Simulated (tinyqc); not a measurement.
Inside a calculation. Method: FCI on RHF in the 6-311g basis, for H-, spin multiplicity 1. The basis has no diffuse functions, so it cannot describe the extra electron: this is an exercise in the method, not the real anion. One step of it, computed by the program tinyqc.

Task: Integrals over molecular orbitals. (pq|rs) = sum C_ip C_jq C_kr C_ls (ij|kl), one index at a time.

coefficients C:
```
            MO1        MO2        MO3
1H 1s  0.174977   0.085029  -1.546312
1H 2s  0.174688   1.488048   1.813980
1H 3s  0.764770  -1.437421  -0.756565
```

core Hamiltonian H = T + V (hartree), lower triangle:
```
           1H 1s      1H 2s      1H 3s
1H 1s   0.193252
1H 2s  -0.511607  -0.422143
1H 3s  -0.408648  -0.397930  -0.357384
```

Two-electron integrals (ij|kl) in chemists' order, unique and non-zero (hartree):
```
(11|11) 1.393035   (21|11) 0.822971   (21|21) 0.509703   (22|11) 0.822904
(22|21) 0.543028   (22|22) 0.644106   (31|11) 0.411256   (31|21) 0.257757
(31|22) 0.279868   (31|31) 0.130794   (32|11) 0.543681   (32|21) 0.365771
(32|22) 0.452669   (32|31) 0.189803   (32|32) 0.325140   (33|11) 0.494021
(33|21) 0.340115   (33|22) 0.445993   (33|31) 0.178035   (33|32) 0.331779
(33|33) 0.361682
```

Give: one-electron integrals over orbitals h = C^T H C; Two-electron integrals over orbitals.

Result:

one-electron integrals over orbitals h = C^T H C (hartree), lower triangle:
```
         1       2       3
1  -0.4630
2  -0.1315  0.0010
3   0.0344  0.1483  1.8746
```

Two-electron integrals over orbitals (pq|rs), unique and non-zero (hartree):
```
(11|11) 0.4592    (21|11) 0.1315    (21|21) 0.1028    (22|11) 0.4204
(22|21) 0.1200    (22|22) 0.3964    (31|11) -0.0344   (31|21) -0.0501
(31|22) -0.0504   (31|31) 0.0780    (32|11) -0.0992   (32|21) -0.0849
(32|22) -0.1013   (32|31) 0.0822    (32|32) 0.1063    (33|11) 0.5855
(33|21) 0.2531    (33|22) 0.5548    (33|31) -0.1759   (33|32) -0.2717
(33|33) 1.0262
```
